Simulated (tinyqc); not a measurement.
Comparisons within one model: defect, radiative and Auger recombination at equal electron and hole densities (ABC model). A value that a table varies takes the place of the one given here.

J/(e d) = Ae n + B n^2 + C n^3 with Ae = A + 4 S/w (four side walls, carriers spread evenly), e = 1.602176634e-19 C, lengths in cm; internal efficiency IQE = B n^2/(Ae n + B n^2 + C n^3); all injected carriers recombine in the layer.

Parameters, chosen for this exercise (orders of magnitude like those quoted for InP; shifted at random, so the results belong to these values and not to a real crystal):
- A = 8800000 1/s (defect rate)
- B = 1.7e-10 cm^3/s (radiative coefficient)
- C = 7.4e-31 cm^6/s (Auger coefficient)
- S = 0 cm/s (recombination velocity of the side walls)
- w = 29 micrometre (side of the square mesa)
- d = 94 nm (active thickness)
- S2 = 16000 cm/s (recombination velocity of the side walls in this comparison)
- J = 160 A/cm^2 (current density)

## Efficiency against current

The slope is d ln(B n^2)/d ln J = 2 (Ae + B n + C n^2)/(Ae + 2 B n + 3 C n^2).

Results:
```
J (A/cm^2)  n (1/cm^3)    IQE  slope  differential lifetime (ns)
3.0           8.54e+16  0.622  1.232                        26.4
10            1.73e+17  0.770  1.129                        14.7
50            4.16e+17  0.888  1.058                        6.63
2.0e+02       8.57e+17  0.940  1.027                        3.31
8.0e+02       1.74e+18  0.964  1.011                        1.65
3.0e+03       3.37e+18  0.971  1.000                       0.847
1.0e+04       6.14e+18  0.966  0.991                       0.458
5.0e+04       1.36e+19  0.941  0.975                       0.199
2.0e+05       2.64e+19  0.895  0.952                      0.0948
8.0e+05       5.06e+19  0.819  0.918                      0.0437
```

What can be read from the table?

IQE peaks at 0.971 for J = 3.14e+03 A/cm^2, where the slope passes 1. It is 0.622 at the lowest current and 0.819 at the highest, a droop of 16 %. The slope runs from 1.23 to 0.92; its limits are 2 (defects alone), 1 (radiation alone) and 2/3 (Auger alone). Rows above 1e5 A/cm^2 (2 of them) are formal: heating, left out, would destroy a real device. In the 5 rows above about 2e18 1/cm^3 the bands are degenerate: B saturates and stimulated emission, left out, would clamp n in a laser cavity.

## Shrinking the mesa

S = S2; w takes the values listed.

Results:
```
w (micrometre)  Ae (1/s)  IQE_max  J at the peak (A/cm^2)  IQE at J
200             1.20e+07    0.966                4.30e+03     0.912
100             1.52e+07    0.962                5.47e+03     0.890
50              2.16e+07    0.955                7.82e+03     0.849
20              4.08e+07    0.939                1.50e+04     0.737
10              7.28e+07    0.921                2.74e+04     0.584
5               1.37e+08    0.894                5.29e+04     0.375
2               3.29e+08    0.845                1.35e+05     0.127
1               6.49e+08    0.795                2.82e+05    0.0396
```

How do the results move?

The walls equal the bulk defect rate at w = 4 S/A = 72.7 micrometre. From 200 to 1 micrometre the peak efficiency falls from 0.966 to 0.795 and moves to a current 65.7 times higher; at the fixed J the efficiency goes from 0.912 to 0.0396. For large w diffusion to the walls, left out here, would limit the loss.

## Spreading the carriers over a thicker layer

d is multiplied by the factor listed, at the same J.

Results:
```
factor  n (1/cm^3)  defect  radiative     Auger
0.10      2.46e+18  0.0204      0.969    0.0104
0.20      1.74e+18  0.0288      0.964   0.00728
0.50      1.09e+18  0.0451      0.950   0.00451
1.0       7.64e+17  0.0633      0.934   0.00310
2.0       5.33e+17  0.0883      0.910   0.00211
5.0       3.28e+17   0.136      0.863   0.00123
10        2.25e+17   0.187      0.813  0.000797
20        1.53e+17   0.253      0.746  0.000496
```

What can be read from the table?

The best factor listed is 0.1 (IQE 0.9692); the optimum factor equals J/J_peak = 0.051, a layer of 4.8 nm, since only J/d matters and the peak value 0.971 does not depend on d. A thicker layer trades Auger loss (0.0104 to 0.000496) for defect loss (0.0204 to 0.253).

## What moves the efficiency

IQE_max = Q/(Q + 2) with Q = B/sqrt(Ae C), reached at n = sqrt(Ae/C). Each row changes one parameter from the base and keeps the others.

Results:
```
case                 n (1/cm^3)     IQE  IQE_max  J at the peak (A/cm^2)
base                  7.638e+17  0.9336   0.9709                3.14e+03
A = 17600000 1/s      7.393e+17  0.8747   0.9593                6.35e+03
B = 2.55e-10 cm^3/s   6.279e+17  0.9463   0.9804                4.66e+03
C = 1.48e-30 cm^6/s   7.626e+17  0.9307   0.9593                1.59e+03
d = 188 nm            5.331e+17  0.9096   0.9709                6.27e+03
J = 480 A/cm^2        1.340e+18  0.9574   0.9709                3.14e+03
```

How do the results move?

The largest shifts from the base row, up to three for each result and ties (the steps differ in size, so this ranks the rows, not the parameters). n (1/cm^3): J +5.76e+17, d -2.31e+17, B -1.36e+17. IQE: A -0.0589, d -0.0241, J +0.0238. IQE_max: A -0.0116, C -0.0116, B +0.00952; unchanged at the printed digits by d and J. J at the peak (A/cm^2): A +3.21e+03, d +3.14e+03, C -1.55e+03; unchanged at the printed digits by J.

tinyqc: `OMP_NUM_THREADS=1 python tinyqc.py 1650308 1650309 out.jsonl`; about 0.01 s, one thread, shared Intel(R) Xeon(R) Processor @ 2.30GHz.
